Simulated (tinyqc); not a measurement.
MOS capacitor with interface traps: C-V stretch-out, conductance peak and subthreshold swing: one step, computed by the program tinyqc. Command: `OMP_NUM_THREADS=1 python tinyqc.py 3017093 3017094 out.jsonl mostraps walk`. One thread of a shared host (Intel(R) Xeon(R) Processor @ 2.30GHz), about 0.01 s of CPU time with the checks.

Energies at the interface are counted from the valence band. psi > 0 means bending towards depletion, so the surface potential is +psi. Boltzmann statistics, full ionisation, no quantum confinement. Traps are neutral when filled up to E_n, with a sharp (zero-temperature) occupation.

Question. Conductance peak. v = sqrt(3 k_B T/m) with the majority mass; surface density n_s = N exp(-psi/k_B T); tau = 1/(sigma v n_s); for a continuum of levels G_p/omega = C_it ln(1 + omega^2 tau^2)/(2 omega tau), which peaks at omega tau = 1.98, the frequency 1.98/(2 pi tau); potential fluctuations are left out.

Inputs (values chosen for the exercise, modelled on InP, with an insulator like Si3N4):
```
quantity                              value   unit
hole mass m_h                           0.6    m_0
doping N                            1.6e+16  cm^-3
capture cross-section sigma           4e-17   cm^2
band bending towards depletion psi     0.26      V
temperature T                           400      K
```

Substrate: p-type. Trap spectrum: flat plus a Gaussian peak.

k_B T = 0.03446933 eV

C_it = 0.8388362 microF/cm^2

Constants: k_B = 1.380649e-23 J/K; m_0 = 9.1093837015e-31 kg.

Give: v; n_s; trap time constant; peak frequency; peak of G_p/omega.

Answer.

v = 1.741e+07 cm/s

n_s = 8.477e+12 cm^-3

trap time constant = 1.694e-04 s

peak frequency = 1860 Hz

peak of G_p/omega = 0.3375 microF/cm^2
